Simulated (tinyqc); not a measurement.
# MOS structure on a p-type body, non-linear Poisson equation by Newton steps: two studies

One dimension, insulator interface at x = 0, acceptor density Na, uniform, net doping C = -(acceptor density). psi is counted from the intrinsic level: n = ni exp((psi - Vb)/Vt), p = ni exp(-psi/Vt); deep in the body psi_b = -Vt ln(Na/ni). The gate acts through Cox = eps0 eox/tox and has the potential psi_G = Vg - (phiM - chi - Vt ln(Nc/ni)). Boltzmann statistics, full ionisation, classical densities, no oxide or interface charge.

Values chosen for this exercise; band and dielectric values close to those of germanium:
- T = 300 K (temperature)
- Eg = 0.662 eV (band gap)
- eps_r = 16.3 (relative permittivity)
- Nc = 1.03e19 cm^-3 (conduction-band density of states at T)
- Nv = 6.03e18 cm^-3 (valence-band density of states at T)
- chi = 3.95 eV (electron affinity)
- Na = 7.1e17 cm^-3 (acceptor density deep in the body)
- eox = 3.9 (relative permittivity of the gate insulator (close to silicon dioxide))
- tox = 2.7 nm (insulator thickness)
- phiM = 4.1 eV (gate work function)
- Vb = 0 V (electron quasi-Fermi potential against the body)

Constants: q = 1.602176634e-19 C, kB = 1.380649e-23 J/K, Vt = kB T/q, eps0 = 8.8541878128e-14 F/cm where lengths are in cm. Results are converted to the units shown.

Each table varies one quantity; the others keep the values above.

## Charge and capacitance against gate voltage

ni = sqrt(Nc Nv) exp(-Eg/(2 Vt)), Eg in volts. The Poisson equation d/dx(eps0 eps_r dpsi/dx) = -q (p - n + C), with eps0 eps_r dpsi/dx = -Cox (psi_G - psi_0) at x = 0, is solved on a mesh of about 600 nodes or more. N_inv is the integral of n less its value deep in the body. C_LF = Cox (1 - dpsi_0/dVg) with all carriers following; C_HF is the same with the electron quasi-Fermi level shifting uniformly so that N_inv stays fixed. The centroid is that of the same excess.

Charge and capacitance against gate voltage:
```
Vg (V),psi_0 - psi_b (V),N_inv (cm^-2),C_LF/Cox,C_HF/Cox,centroid (nm)
0.34,0.490,1.11e10,0.275,0.247,1.02
0.5,0.582,3.33e11,0.637,0.232,0.893
0.66,0.620,1.23e12,0.838,0.228,0.803
0.82,0.641,2.32e12,0.897,0.227,0.732
0.98,0.655,3.46e12,0.924,0.227,0.675
1.15,0.666,4.72e12,0.940,0.227,0.625
```

What does the comparison show?

N_inv goes from 1.11e10 to 4.72e12 cm^-2 and passes 2e11 cm^-2 at Vg = 0.465 V. C_LF/Cox is lowest, 0.275, at Vg = 0.34 V among the rows listed and ends at 0.940, while C_HF/Cox ends at 0.227. Between the last two rows q dN_inv/dVg is 0.925 Cox. Where the classical centroid is under about 2 nm, confinement would move the charge away from the interface and raise the threshold. Above about 2e12 cm^-2 degeneracy matters too.

## Effect of the acceptor density deep in the body on threshold, swing and body effect

VT is the Vg at which N_inv = 2e11 cm^-2. m = 1/(dpsi_0/dVg) at N_inv = 1e8 cm^-2; the swing is the Vg between N_inv = 1e8 and 1e9 cm^-2; body coefficient [VT(Vb + 0.05 V) - VT(Vb)]/0.05 V - 1.

Results:
```
Na (cm^-3),VT (V),psi_0 - psi_b at VT (V),m - 1,swing (mV/decade),body coefficient
1.8e17,0.275,0.514,0.213,75.1,0.188
2.6e17,0.314,0.528,0.249,77.1,0.218
3.8e17,0.363,0.543,0.294,79.6,0.254
5.6e17,0.423,0.558,0.348,82.7,0.298
8.2e17,0.494,0.573,0.411,86.3,0.350
1.8e18,0.691,0.604,0.583,96.3,0.493
```

Estimate the missing row, Na = 1.2e18 cm^-3.

Computed row:
```
Na (cm^-3),VT (V),psi_0 - psi_b at VT (V),m - 1,swing (mV/decade),body coefficient
1.2e18,0.579,0.588,0.486,90.7,0.413
```

With this row back in the table: As Na goes from 1.8e17 to 1.8e18, VT rises from 0.275 to 0.691 V, the swing rises from 75.1 to 96.3 mV/decade and the body coefficient rises from 0.188 to 0.493. The swing stays within 4.0 % of m Vt ln 10, and the body coefficient within 0.090 of m - 1.

tinyqc, about 0.5 s, one thread, Intel Xeon 2.30GHz (shared host): `OMP_NUM_THREADS=1 python tinyqc.py 2080129 2080130 out.jsonl`
